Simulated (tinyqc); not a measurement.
Inside a calculation: thin (001) film in sp3s* tight binding with raised dangling bonds. Values are carried at full precision from step to step, so a last printed digit may differ when a step is redone from the rounded ones.

sp3s* tight binding, nearest neighbours only: anion (a) at 0, cation (c) at a/4 (1,1,1), orbitals s, px, py, pz, s* on each; k in units of 2 pi/a. With phases e_j = exp(i (pi/2) k.n_j) for n = (1,1,1), (1,-1,-1), (-1,1,-1), (-1,-1,1): g0 = (e1+e2+e3+e4)/4, g1 = (e1+e2-e3-e4)/4, g2 = (e1-e2+e3-e4)/4, g3 = (e1-e2-e3+e4)/4. The diagonal holds the levels Esa, Epa, Exa (s*) and Esc, Epc, Exc. Anion-cation block: <sa|sc> = Vss g0; <sa|xc> = Vsapc g1; <xa|sc> = -Vscpa g1; <xa|xc> = Vxx g0; <xa|yc> = <ya|xc> = Vxy g3, <xa|zc> = <za|xc> = Vxy g2, <ya|zc> = <za|yc> = Vxy g1; <s*a|xc> = Vxapc g1; <xa|s*c> = -Vpaxc g1; y and z take g2 and g3 in place of g1; s-s* and s*-s* vanish.

Parameters, chosen for this exercise (out of a larger set: near a published set for GaP, fitted to gaps, whose masses and valley positions are rough; not measured data): p = (-8.144, 1.128, -2.206, 4.105, 8.514, 7.158, -7.469, 2.146, 5.125, 4.26, 6.298, 4.666, 5.104) eV (order Esa, Epa, Esc, Epc, Exa, Exc, Vss, Vxx, Vxy, Vsapc, Vscpa, Vxapc, Vpaxc); N = 5 (atomic planes in the small film); dl = 5 eV (shift of the dangling hybrids).

## Bulk edges along [001]

Gap at Gamma and minimum on (0,0,kz), kz from 0.5 to 1, from the bulk Ev. States at zero in-plane momentum come from this line alone.

edges (eV): Gamma 2.8577, Delta 2.3177

kz of the minimum = 1.0000 2 pi/a

## The two blocks of the small film

Planes alternate anion (a), cation (c) along [001], a/4 apart, starting with an anion; zero in-plane momentum; levels counted from the bulk Ev, the lower root of [[Epa, Vxx], [Vxx, Epc]]; no spin-orbit coupling. Block of s, pz, s*: from an anion to the cation above, Vss/2 (s,s), Vsapc/2 (s,z), -Vscpa/2 (z,s), Vxx/2 (z,z), Vxapc/2 (s*,z), -Vpaxc/2 (z,s*); to the cation below the same with the s-z and s*-z signs reversed. Block of u = (px + py)/sqrt2 and v = (px - py)/sqrt2: to the cation above (Vxx + Vxy)/2 for u and (Vxx - Vxy)/2 for v, to the cation below the reverse. Each surface atom has two dangling sp3 hybrids; raising both by dl adds (dl/2) [[1, t], [t, 1]] to its s, pz levels (t = -1 at the bottom face, +1 at the top) and dl to the one of u, v in whose plane the missing bonds lie (v for a bottom anion or a top cation, u for a top anion).

Fill them in.

s, pz, s* block (eV):
```
        sa1     za1    *a1     sc2     zc2     *c2     sa3     za3     *a3     sc4     zc4     *c4
sa1  -5.649  -2.500      0  -3.735   2.130       0       0       0       0       0       0       0
za1  -2.500   3.623      0  -3.149   1.073  -2.552       0       0       0       0       0       0
*a1       0       0  8.509       0   2.333       0       0       0       0       0       0       0
sc2  -3.735  -3.149      0  -2.211       0       0  -3.735   3.149       0       0       0       0
zc2   2.130   1.073  2.333       0   4.100       0  -2.130   1.073  -2.333       0       0       0
*c2       0  -2.552      0       0       0   7.153       0   2.552       0       0       0       0
sa3       0       0      0  -3.735  -2.130       0  -8.149       0       0  -3.735   2.130       0
za3       0       0      0   3.149   1.073   2.552       0   1.123       0  -3.149   1.073  -2.552
*a3       0       0      0       0  -2.333       0       0       0   8.509       0   2.333       0
sc4       0       0      0       0       0       0  -3.735  -3.149       0  -2.211       0       0
zc4       0       0      0       0       0       0   2.130   1.073   2.333       0   4.100       0
*c4       0       0      0       0       0       0       0  -2.552       0       0       0   7.153
sa5       0       0      0       0       0       0       0       0       0  -3.735  -2.130       0
za5       0       0      0       0       0       0       0       0       0   3.149   1.073   2.552
*a5       0       0      0       0       0       0       0       0       0       0  -2.333       0

        sa5    za5     *a5
sa1       0      0       0
za1       0      0       0
*a1       0      0       0
sc2       0      0       0
zc2       0      0       0
*c2       0      0       0
sa3       0      0       0
za3       0      0       0
*a3       0      0       0
sc4  -3.735  3.149       0
zc4  -2.130  1.073  -2.333
*c4       0  2.552       0
sa5  -5.649  2.500       0
za5   2.500  3.623       0
*a5       0      0   8.509
```

u, v block (eV):
```
       ua1     va1     uc2     vc2     ua3     va3     uc4     vc4     ua5    va5
ua1  1.123       0   3.635       0       0       0       0       0       0      0
va1      0   6.123       0  -1.490       0       0       0       0       0      0
uc2  3.635       0   4.100       0  -1.490       0       0       0       0      0
vc2      0  -1.490       0   4.100       0   3.635       0       0       0      0
ua3      0       0  -1.490       0   1.123       0   3.635       0       0      0
va3      0       0       0   3.635       0   1.123       0  -1.490       0      0
uc4      0       0       0       0   3.635       0   4.100       0  -1.490      0
vc4      0       0       0       0       0  -1.490       0   4.100       0  3.635
ua5      0       0       0       0       0       0  -1.490       0   6.123      0
va5      0       0       0       0       0       0       0   3.635       0  1.123
```

## Levels of the small film

Diagonalise both blocks.

levels of the s, pz, s* block (eV): -12.443  -10.110  -8.131  -3.840  1.174  2.750  2.795  3.235  4.053  4.544  8.509  8.786  9.617  10.454  11.143

levels of the u, v block (eV): -2.125  -2.125  -0.760  -0.760  4.973  4.973  6.653  6.653  7.829  7.829

1 level lies between 0 and the bulk edge 2.318 eV: 1.174 eV.

## Checks

- Lowest conduction level of 201 planes, with the dangling hybrids shifted far away, against the bulk edge: both 2.318.

Program tinyqc; command `OMP_NUM_THREADS=1 python tinyqc.py 1481644 1481645 out.jsonl`; about 0.5 s on one thread of a shared Intel(R) Xeon(R) Processor @ 2.30GHz.
